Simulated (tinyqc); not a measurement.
Spectrum around the gap: Franz-Keldysh effect at a direct gap.

Parabolic bands, vertical transitions, no excitons. For each hole band j: mr = me mj/(me + mj); joint density of states J_j(E) = (mr/c)^(3/2) sqrt(E - Eg)/(2 pi^2), both spins, c = hbar^2/2m0; averaged matrix element |e.p|^2 = m0 Ep/6; alpha_j(E) = 4 pi^2 alpha_f c Ep J_j/(3 nr E) in 1/angstrom (alpha_f the fine-structure constant, listed as alpha among the constants), times 1e8 for 1/cm.

In a field Fd (1 kV/cm = 1e-5 V/angstrom) the electro-optic energy of band j is th = (c (e Fd)^2/mr)^(1/3), and sqrt(E - Eg) in J_j is replaced by pi sqrt(th) [Ai'(b)^2 - b Ai(b)^2] with b = (Eg - E)/th; Ai is the Airy function.

Constants: hbar^2/2m0 = 3.80998211 eV angstrom^2; fine-structure constant alpha = 0.007297352564.

Values chosen for the exercise (near those of GaAs; shifted at random, so the results belong to these values and not to a real crystal): Eg = 1.385 eV (direct gap); me = 0.069 m0 (electron mass); mhh = 0.524 m0 (heavy-hole mass); mlh = 0.0782 m0 (light-hole mass); Ep = 26.2 eV (Kane energy); nr = 3.55 (refractive index); Fd = 230 kV/cm (uniform field).

Absorption (1/cm):
```
E - Eg (eV)  alpha(0)   alpha(F)  change
-0.1729             0      3.871       4
-0.1383             0      16.32      16
-0.1037             0      62.58      63
-0.0691             0      214.7     215
-0.0346             0      644.6     645
0.0000              0       1668    1668
0.0346           5320       3623   -1697
0.0691           7340       6447    -893
0.1383           9912  1.075e+04     841
0.1729          10837  1.088e+04      43
0.2074          11612  1.120e+04    -414
0.2766          12852  1.302e+04     165
0.3457          13794  1.388e+04      82
```

Give the missing row, E - Eg (eV) = 0.1037.

Computed row:
```
E - Eg (eV)  alpha(0)  alpha(F)  change
0.1037           8783      9257     474
```

At the gap alpha(F) = 1668 1/cm; 138.3 meV below it 16.3 1/cm remain, the tail falling as exp(-(4/3) b^(3/2)). Among the energies listed the largest rise is 1668 1/cm at E - Eg = 0.0 meV and the largest fall -1697 1/cm at 34.6 meV. It changes sign between 0.0 and 34.6 meV, between 69.1 and 103.7 meV, between 172.9 and 207.4 meV and between 207.4 and 276.6 meV; th is 69.1 meV for heavy holes and 81.9 meV for light holes.

(tinyqc, `OMP_NUM_THREADS=1 python tinyqc.py 1681714 1681715 out.jsonl`, Intel(R) Xeon(R) Processor @ 2.30GHz, 1 thread, shared host, about 0.01 s.)
